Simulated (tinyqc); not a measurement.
# Density and mobility of a removed layer (differential Hall)

Problem. For layers in parallel the sheet conductance g = 1/Rs and the product g mu_H (mu_H signed, unit Hall factors) are additive. Find the sheet density and mobility of the layer that was removed, and its share of the conductance.

Constants: q = 1.602176634e-19 C. Results are converted to the units shown.

Rs before and after removing the top layer (ohm/square): [604.56306, 945.68319]
apparent mobility before and after, signed (cm^2/(V s)): [254.96319, -30]

Answer. The differences give g1 = q n mu and g1 mu = q n mu^2; their ratio is mu and g1^2/(q g1 mu) is n.

sheet density = 4.90e12 cm^-2
mobility = 760 cm^2/(V s)
share of the conductance = 36.1 %

tinyqc, about 0.03 s, one thread, Intel Xeon 2.30GHz (shared host): `OMP_NUM_THREADS=1 python tinyqc.py 2850157 2850158 out.jsonl`
